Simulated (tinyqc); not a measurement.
# Fully depleted semiconductor-on-insulator film with two gates, non-linear Poisson equation by Newton steps: two studies

One dimension across the film, front interface at x = 0, back interface at x = ts. psi is counted from the intrinsic level, n = ni exp(psi/Vt) (source grounded), holes neglected, acceptors ionised. Gates act through Cox = eps0 eox/tox and Cbox = 3.9 eps0/tb with potentials G1 = Vg - (phiM - chi - Vt ln(Nc/ni)) and G2 = Vb - (phiB - chi - Vt ln(Nc/ni)). Classical Boltzmann densities, no interface charge, no depletion in the back plane.

Parameters, values chosen for the exercise; band and dielectric values close to those of silicon:
- T = 250 K (temperature)
- Eg = 1.14 eV (band gap)
- eps_r = 11.5 (relative permittivity)
- Nc = 2.14e19 cm^-3 (conduction-band density of states at T)
- Nv = 2.01e19 cm^-3 (valence-band density of states at T)
- chi = 4 eV (electron affinity)
- eox = 3.9 (relative permittivity of the gate insulator (close to silicon dioxide))
- tox = 1.9 nm (insulator thickness)
- ts = 19 nm (film thickness)
- tb = 98 nm (buried-oxide thickness (eps_r 3.9))
- Na = 8.9e16 cm^-3 (acceptor density of the film)
- phiM = 4.28 eV (work function of the front gate)
- phiB = 5.05 eV (work function of the back plane)
- Vb = 0 V (back-gate voltage)

Constants: q = 1.602176634e-19 C, kB = 1.380649e-23 J/K, Vt = kB T/q, eps0 = 8.8541878128e-14 F/cm where lengths are in cm. Results are converted to the units shown.

Each table varies one quantity; the others keep the values above.

## Charge against front-gate voltage

ni = sqrt(Nc Nv) exp(-Eg/(2 Vt)), Eg in volts. The Poisson equation eps0 eps_r d2psi/dx2 = q (n + Na), with -eps0 eps_r dpsi/dx = Cox (G1 - psi) at x = 0 and eps0 eps_r dpsi/dx = Cbox (G2 - psi) at x = ts, is solved on 300 equal intervals with half boxes at both ends; N_inv is the trapezoid sum of n. Swing = ln 10/(d ln N_inv/dVg); the last column is (dN_inv/dVb)/(dN_inv/dVg).

Charge against front-gate voltage:

| Vg (V) | psi front (V) | psi back (V) | N_inv (cm^-2) | centroid/ts | swing (mV/decade) | q dN_inv/dVg over Cox | back/front leverage |
|---|---|---|---|---|---|---|---|
| -0.17 | 0.0958 | 0.0366 | 3.12e3 | 0.282 | 51.4 | 1.23e-8 | 0.0362 |
| -0.02 | 0.243 | 0.175 | 2.59e6 | 0.258 | 51.3 | 1.03e-5 | 0.0347 |
| 0.13 | 0.390 | 0.313 | 2.16e9 | 0.236 | 51.9 | 0.00844 | 0.0332 |
| 0.28 | 0.509 | 0.408 | 3.34e11 | 0.179 | 135 | 0.502 | 0.0277 |
| 0.43 | 0.558 | 0.423 | 1.48e12 | 0.114 | 384 | 0.782 | 0.0228 |
| 0.58 | 0.583 | 0.426 | 2.89e12 | 0.0835 | 677 | 0.868 | 0.0212 |
| 0.73 | 0.600 | 0.427 | 4.41e12 | 0.0663 | 987 | 0.907 | 0.0204 |
| 0.88 | 0.612 | 0.428 | 5.97e12 | 0.0554 | 1.31e3 | 0.929 | 0.0200 |
| 1.03 | 0.621 | 0.429 | 7.56e12 | 0.0477 | 1.63e3 | 0.942 | 0.0197 |

Read the table: what changes, and by how much?

N_inv passes 1e11 cm^-2 at Vg = 0.227 V. The swing starts at 51.4 mV a decade, against (1 + k) Vt ln 10 = 50.5 for a front channel with k = Cs Cbox/(Cox (Cs + Cbox)) = 0.0182, Cs = eps0 eps_r/ts; above threshold this column is no longer a subthreshold swing. The centroid falls from 0.282 to 0.0477 of ts and the leverage of the back gate falls from 0.0362 to 0.0197. For Vg = 0.43, 0.58, 0.73, 0.88, 1.03 the density at an interface exceeds 0.3 Nc, where Boltzmann statistics fail. For Vg = 0.43, 0.58, 0.73, 0.88, 1.03 the classical centroid lies within 3 nm of an interface, where confinement, left out, would push it away.

## Threshold and coupling against the buried-oxide thickness

VT is the Vg for N_inv = 1e11 cm^-2; -dVT/dVb from the linearised equation. Limits with Cs = eps0 eps_r/ts: front channel Cs Cbox/(Cox (Cs + Cbox)), back channel Cbox (Cox + Cs)/(Cox Cs). Swing at N_inv = 1e8 cm^-2.

Results:

| tb (nm) | VT (V) | centroid/ts at VT | -dVT/dVb | front-channel limit | back-channel limit | swing (mV/decade) |
|---|---|---|---|---|---|---|
| 6 | 0.392 | 0.0389 | 0.176 | 0.153 | 1.39 | 58.6 |
| 16 | 0.314 | 0.0664 | 0.105 | 0.0847 | 0.521 | 55.1 |
| 27 | 0.280 | 0.0936 | 0.0758 | 0.0568 | 0.309 | 53.6 |
| 45 | 0.254 | 0.132 | 0.0538 | 0.0369 | 0.185 | 52.5 |
| 73 | 0.236 | 0.179 | 0.0382 | 0.0239 | 0.114 | 51.7 |
| 120 | 0.222 | 0.229 | 0.0262 | 0.0150 | 0.0695 | 51.1 |
| 200 | 0.212 | 0.271 | 0.0171 | 0.00920 | 0.0417 | 50.6 |

Estimate the missing row, tb = 9.9 nm.

Computed row:

| tb (nm) | VT (V) | centroid/ts at VT | -dVT/dVb | front-channel limit | back-channel limit | swing (mV/decade) |
|---|---|---|---|---|---|---|
| 9.9 | 0.351 | 0.0500 | 0.138 | 0.116 | 0.843 | 56.7 |

With this row back in the table: As tb goes from 6 to 200, VT falls from 0.392 to 0.212 V, the centroid rises from 0.0389 to 0.271 of ts and -dVT/dVb falls from 0.176 to 0.0171. The coupling covers 1.90 % of the way from the front-channel to the back-channel limit in the first row and 24.3 % in the last.

Program tinyqc, `OMP_NUM_THREADS=1 python tinyqc.py 2190065 2190066 out.jsonl`; Intel Xeon 2.30GHz, shared host, one thread, about 0.4 s.
